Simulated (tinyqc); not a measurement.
# Exponent and activation energy from three stresses

Problem. Oxide breakdown follows t63 = a V^(-n) exp(Ea q/(kB T)). Find n, Ea and the E-model slope gamma = n/E (cm/MV) at the higher voltage, E = V/tox.

Inputs (values chosen for the exercise):
```
symbol,value,unit,meaning
tox,4.3,nm,oxide thickness
```

Constants: q = 1.602176634e-19 C, kB = 1.380649e-23 J/K. Results are converted to the units shown.

t63 at (4.54 V, 423 K), (5.82 V, 423 K) and (5.82 V, 448 K) (s): 10538.469  3.7241683  1.7589187

Answer. The two voltages give n and the two temperatures Ea.

n = 32.00
Ea = 0.4900 eV
gamma = 2.364 cm/MV

tinyqc, about 0.01 s, one thread, Intel Xeon 2.30GHz (shared host): `OMP_NUM_THREADS=1 python tinyqc.py 2070107 2070108 out.jsonl`
